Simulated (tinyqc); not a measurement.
## Access strength from the read disturbance

Inverse problem. Transistor (EKV form, voltages against the body): I = 2 n b Vt^2 [F(vp - Vs) - F(vp - Vd)] from drain to source, F(v) = ln^2(1 + exp(v/(2 Vt))), vp = (Vg - VT + sg |Vd - Vs|)/n. n-channel bodies are at 0; for the p-channel device all voltages are counted down from Vdd. b in uA/V^2 gives I in uA. In an SRAM read the low node Q obeys In(gate QB, drain Q) = Ip(gate QB, drain Q) + Ia, where the access transistor (threshold VTn) has its gate and drain at Vdd and its source at Q. Find Ia, ba and the cell ratio bn/ba.

Values chosen for this exercise: temperature T = 293 K; supply voltage Vdd = 0.7 V; slope factor n = 1.29; drain-induced barrier lowering sg = 0.116; n-channel threshold VTn = 0.28 V; p-channel threshold (magnitude) VTp = 0.32 V; gain factor of the pull-down transistor bn = 500 uA/V^2; gain factor of the pull-up transistor bp = 260 uA/V^2.

Constants: q = 1.602176634e-19 C, kB = 1.380649e-23 J/K, Vt = kB T/q. Results are converted to the units shown.

Q and QB in the read (V): [0.10931830, 0.69939815]

Answer. The node equation gives Ia, which is proportional to ba.

Ia = 19.7 uA
ba = 420 uA/V^2
cell ratio = 1.19

Numbers from tinyqc (`OMP_NUM_THREADS=1 python tinyqc.py 2340014 2340015 out.jsonl`; about 0.1 s on one thread of a shared Intel Xeon 2.30GHz).
